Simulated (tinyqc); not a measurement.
# Surface potential of a MOS transistor: implicit equation and explicit approximations, step by step

tinyqc, about 0.01 s, one thread, Intel Xeon 2.30GHz (shared host): `OMP_NUM_THREADS=1 python tinyqc.py 2122054 2122055 out.jsonl` Printed values are rounded.

p-type body, charge-sheet picture, depletion and inversion only, full ionisation (an idealisation for deep acceptors), Boltzmann statistics (rough once Na exp(x - xn) passes about Nc/7). In units of Vt: xg = (Vg - Vfb)/Vt, x = psi/Vt, G = gamma/sqrt(Vt), xn = (2 phiF + Vc)/Vt. The implicit equation is (xg - x)^2 = G^2 [x - 1 + exp(x - xn)] for x above about 3. Cox = eps0 eox/tox.

Values chosen for this exercise; band and dielectric values close to those of germanium:
```
symbol    value   unit                                                               meaning
T           350      K                                                           temperature
Eg        0.649     eV                                                              band gap
eps_r      16.2                                                        relative permittivity
Nc      1.29e19  cm^-3                                conduction-band density of states at T
Nv      7.62e18  cm^-3                                   valence-band density of states at T
eox        21.4         relative permittivity of the gate insulator (close to hafnium oxide)
tox          36     nm                                                   insulator thickness
Na       9.2e16  cm^-3                                                      acceptor density
Vfb       -0.69      V                                                     flat-band voltage
Vc            0      V                                                  channel-body voltage
Vg         0.06      V                                                     gate-body voltage
```

Constants: q = 1.602176634e-19 C, kB = 1.380649e-23 J/K, Vt = kB T/q, eps0 = 8.8541878128e-14 F/cm where lengths are in cm. Results are converted to the units shown.

## Scales

ni = sqrt(Nc Nv) exp(-Eg/(2 Vt)), Eg in volts; phiF = Vt ln(Na/ni); gamma = sqrt(2 q eps0 eps_r Na)/Cox; VT = Vfb + Vt (xn + G sqrt(xn - 1)).

phiF = 0.183349 V
gamma = 0.390693 V^0.5
G = 2.24965
xn = 12.1582
VT = -0.0966535 V
xg = 24.8668

## Explicit approximation

Depletion value a = 1 + [sqrt(G^2/4 + xg - 1) - G/2]^2; inversion value b = xn + ln[(xg - xn)^2/G^2 - xn + 1] and first guess y = min(a, b) - ln(1 + exp(-|a - b|)) if a > xn + 1, else b = y = a; one second-order correction with D = exp(y - xn), p = 2 (xg - y) + G^2 (1 + D), w = (xg - y)^2 - G^2 (y - 1 + D): z = y + 2 w/(p + sqrt(p^2 - 2 (2 - G^2 D) w)), or the Newton step z = y + w/p where the root is not real.

a = 16.1194
b = 15.1909
y = 14.8579
p = 100.366
w = -45.2434
z = 14.2889

The root of the implicit equation is x = 14.3180; y misses it by 0.54 and z by -0.029, in units of Vt.

## Starting value

x = a rounded to two decimals.

x at the start = 16.12

## Iteration 1: new x

D = exp(x - xn), f = (xg - x)^2 - G^2 (x - 1 + D), f' = -2 (xg - x) - G^2 (1 + D), x(new) = x - f/f'.

D = 52.5542
f = -265.988
f' = -288.528
x after iteration 1 = 15.1981

## Iteration 2: new x

As before.

D = 20.9045
f = -84.1685
f' = -130.195
x after iteration 2 = 14.5516

## Course of the iteration

Stop when the step is below 1e-11, or after 60 iterations.

Course of the iteration:
```
iteration  x before the step      step
1                      16.12    -0.922
2                    15.1981    -0.646
3                    14.5516    -0.217
4                    14.3346   -0.0165
5                    14.3181  -8.26e-5
6                    14.3180  -2.04e-9
7                    14.3180         0
```

Converged in 7 iterations.

## Potential, charges and gate control

converged x = 14.3180

psi = Vt x; N_dep = Cox Vt G sqrt(x - 1)/q; N_inv = (Cox Vt G/q) [sqrt(x - 1 + exp(x - xn)) - sqrt(x - 1)]; dpsi/dVg = 1/[1 + G^2 (1 + exp(x - xn))/(2 (xg - x))].

psi = 0.431840 V
N_dep = 8.13440e11 cm^-2
N_inv = 2.3175e11 cm^-2
dpsi/dVg = 0.301244

psi lies 2.2 Vt above 2 phiF + Vc.
